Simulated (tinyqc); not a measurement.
Empirical pseudopotential in a few plane waves, step by step. Computed by tinyqc, a small Python program that keeps every step. Settings: plane-wave index or count = 15. Command: `OMP_NUM_THREADS=1 python tinyqc.py 31998 31999 out.jsonl` (the two numbers bound the seeds that draw the settings). One thread of a shared host (Intel(R) Xeon(R) Processor @ 2.60GHz), about 0.2 s of CPU time with the checks.

## Bloch Hamiltonian at k

Parameters chosen for this model: fcc lattice, atoms at +/- a/8 (1,1,1); form factors in rydberg at |G|^2 in units of (2 pi/a)^2:
```
parameter                 value      unit
a                      5.930000  angstrom
VS(3)                 -0.256000        Ry
VS(8)                  0.039000        Ry
VS(11)                 0.040000        Ry
VA(3)                         0        Ry
VA(4)                         0        Ry
VA(11)                        0        Ry
hbar^2/2m (2 pi/a)^2   4.277335        eV
```

k point k (2 pi / a): 0.600000  0.410000  0.220000

Basis: the 15 shortest G (labels in 2 pi/a), the same at every k. H(G,G') = c |k + G|^2 delta + VS(|G-G'|^2) cos((G-G').tau) + i VA sin((G-G').tau), tau = a/8 (1,1,1); 1 Ry = 13.605693 eV.

H(k) at k (eV):
```
           +0+0+0     -1-1-1     -1-1+1     -1+1-1     -1+1+1     +1-1-1     +1-1+1     +1+1-1
+0+0+0   2.465884   2.462894  -2.462894  -2.462894  -2.462894  -2.462894  -2.462894  -2.462894
-1-1-1   2.462894   4.775645   0.000000   0.000000  -0.530622   0.000000  -0.530622  -0.530622
-1-1+1  -2.462894   0.000000   8.539699   0.530622   0.000000   0.530622   0.000000   0.000000
-1+1-1  -2.462894   0.000000   0.530622  11.790474   0.000000   0.530622   0.000000   0.000000
-1+1+1  -2.462894  -0.530622   0.000000   0.000000  15.554529   0.000000   0.530622   0.530622
+1-1-1  -2.462894   0.000000   0.530622   0.530622   0.000000  15.041249   0.000000   0.000000
+1-1+1  -2.462894  -0.530622   0.000000   0.000000   0.530622   0.000000  18.805304   0.530622
+1+1-1  -2.462894  -0.530622   0.000000   0.000000   0.530622   0.000000   0.530622  22.056078
+1+1+1   2.462894   0.000000  -0.530622  -0.530622   0.000000  -0.530622   0.000000   0.000000
-2+0+0   0.000000  -2.462894  -2.462894  -2.462894   2.462894   0.384827  -0.384827  -0.384827
+0-2+0   0.000000  -2.462894  -2.462894   0.384827  -0.384827  -2.462894   2.462894  -0.384827
+0+0-2   0.000000  -2.462894   0.384827  -2.462894  -0.384827  -2.462894  -0.384827   2.462894
+0+0+2   0.000000  -0.384827   2.462894  -0.384827  -2.462894  -0.384827  -2.462894   0.384827
+0+2+0   0.000000  -0.384827  -0.384827   2.462894  -2.462894  -0.384827   0.384827  -2.462894
+2+0+0   0.000000  -0.384827  -0.384827  -0.384827   0.384827   2.462894  -2.462894  -2.462894

           +1+1+1     -2+0+0     +0-2+0     +0+0-2     +0+0+2     +0+2+0     +2+0+0
+0+0+0   2.462894   0.000000   0.000000   0.000000   0.000000   0.000000   0.000000
-1-1-1   0.000000  -2.462894  -2.462894  -2.462894  -0.384827  -0.384827  -0.384827
-1-1+1  -0.530622  -2.462894  -2.462894   0.384827   2.462894  -0.384827  -0.384827
-1+1-1  -0.530622  -2.462894   0.384827  -2.462894  -0.384827   2.462894  -0.384827
-1+1+1   0.000000   2.462894  -0.384827  -0.384827  -2.462894  -2.462894   0.384827
+1-1-1  -0.530622   0.384827  -2.462894  -2.462894  -0.384827  -0.384827   2.462894
+1-1+1   0.000000  -0.384827   2.462894  -0.384827  -2.462894   0.384827  -2.462894
+1+1-1   0.000000  -0.384827  -0.384827   2.462894   0.384827  -2.462894  -2.462894
+1+1+1  25.820133  -0.384827  -0.384827  -0.384827  -2.462894  -2.462894  -2.462894
-2+0+0  -0.384827   9.309620   0.530622   0.530622  -0.530622  -0.530622   0.000000
+0-2+0  -0.384827   0.530622  12.560394   0.530622  -0.530622   0.000000  -0.530622
+0+0-2  -0.384827   0.530622   0.530622  15.811169   0.000000  -0.530622  -0.530622
+0+0+2  -2.462894  -0.530622  -0.530622   0.000000  23.339279   0.530622   0.530622
+0+2+0  -2.462894  -0.530622   0.000000  -0.530622   0.530622  26.590054   0.530622
+2+0+0  -2.462894   0.000000  -0.530622  -0.530622   0.530622   0.530622  29.840828
```

## Levels at k

Diagonalise the Hermitian matrix.

eigenvalues (eV): -0.937166  2.676623  6.735655  7.477208  11.608163  13.064309  14.253518  15.526447  18.124336  19.666389  20.819824  24.376800  26.623050  28.813217  33.471965

## Bands along a path

The same steps at evenly spaced points between the labelled ones.

Bands along the path (eV), lowest eight:
```
k            band 1    band 2    band 3    band 4     band 5     band 6     band 7     band 8
L         -0.742002  2.243974  7.816507  7.816507  10.344265  13.310112  13.310112  18.127270
L-G 0.20  -1.261022  2.889714  7.803854  7.803854  10.313301  13.202253  13.202253  17.767323
L-G 0.40  -1.885421  4.069196  7.932724  7.932724  10.431847  13.168613  13.168613  15.709250
L-G 0.60  -2.390267  5.533384  8.163283  8.163283  10.569788  12.944019  12.944019  13.855275
L-G 0.80  -2.707437  7.158402  8.409447  8.409447  10.248545  12.517225  12.517225  12.590751
G         -2.814967  8.523359  8.523359  8.523359   9.238421  12.301383  12.301383  12.301383
G-X 0.20  -2.671234  7.047363  8.209664  8.209664  10.714193  12.032519  12.852375  12.852375
G-X 0.40  -2.242186  5.357750  7.617171  7.617171  11.531325  11.992398  14.149224  14.149224
G-X 0.60  -1.534450  3.776261  7.113371  7.113371  11.164237  11.794330  15.808970  15.808970
G-X 0.80  -0.559550  2.334644  6.835962  6.835962  11.094347  11.118435  17.688359  17.688359
X          0.665775  1.064849  6.836991  6.836991  10.677806  11.396337  19.754206  19.754206
```

With 4 band(s) filled, the highest filled level on these points lies at G and the lowest empty one at G: a gap of 0.7151 eV, direct. This holds for the small fixed basis; with all plane waves up to |k + G|^2 = 21 (2 pi/a)^2 the gap along the path is 1.40 eV.

## Convergence with the number of plane waves

Levels at G counted from the fourth one.

Levels (eV):
```
plane waves     level 1   level 5   level 8
9            -15.116350         0  2.122488
15           -11.338325  0.715062  3.778025
27           -10.775634  1.278346  3.329910
51           -10.757544  1.408943  3.451596
59           -10.779084  1.437040  3.290246
65           -10.786897  1.437040  3.271784
89           -10.765270  1.421073  3.289482
```
